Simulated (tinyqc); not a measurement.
Thermal boundary conductance by the acoustic and diffuse mismatch models: one step, computed by the program tinyqc.

Each side has one longitudinal and two transverse Debye branches, omega = v q up to q_D = (6 pi^2 n)^(1/3), with n counting all atoms. Scattering at the interface is elastic. Electrons are left out of G, also for metals. Melting is ignored. G refers to the temperatures of the phonons sent towards the interface. Linear branches over all atoms overstate G at high T, most for crystals with several atoms a cell.

Problem. Acoustic mismatch: transmission of each branch. No mode conversion. t(theta) = 4 Z_1 Z_2 cos(theta_1) cos(theta_2)/N^2, with N = Z_2 cos(theta_1) + Z_1 cos(theta_2) for L (the form for pressure waves) and N = Z_1 cos(theta_1) + Z_2 cos(theta_2) for both T branches (the form for shear waves polarised along the interface); sin(theta_2) = (v_2/v_1) sin(theta_1), and t = 0 beyond the critical angle arcsin(v_1/v_2); the mean over the incoming flux is alpha = 2 int t sin(theta_1) cos(theta_1) d theta_1 (64 Gauss-Legendre points).

Structure: superlattice.

Branches:
```
branch     v (m/s)  cut-off (K)  Z (1e6 kg/(m^2 s))
L, side 1     9780     1373.658             34.1322
T, side 1     6230      875.040             21.7427
L, side 2    12400     1706.098             38.6880
T, side 2     7530     1036.042             23.4936
```

Give: Transmission.

Solution.

Transmission:
```
branch  t at normal incidence  largest angle from side 1 (deg)  alpha, 1 to 2  alpha, 2 to 1
L                      0.9961                            52.07         0.5835         0.9381
T                      0.9985                            55.83         0.6633         0.9690
```

For L waves from side 1 the critical cone of 52 degrees bounds the transmission; the mean is 0.58 against 1.00 at normal incidence. For T waves from side 1 the critical cone of 56 degrees bounds the transmission; the mean is 0.66 against 1.00 at normal incidence.
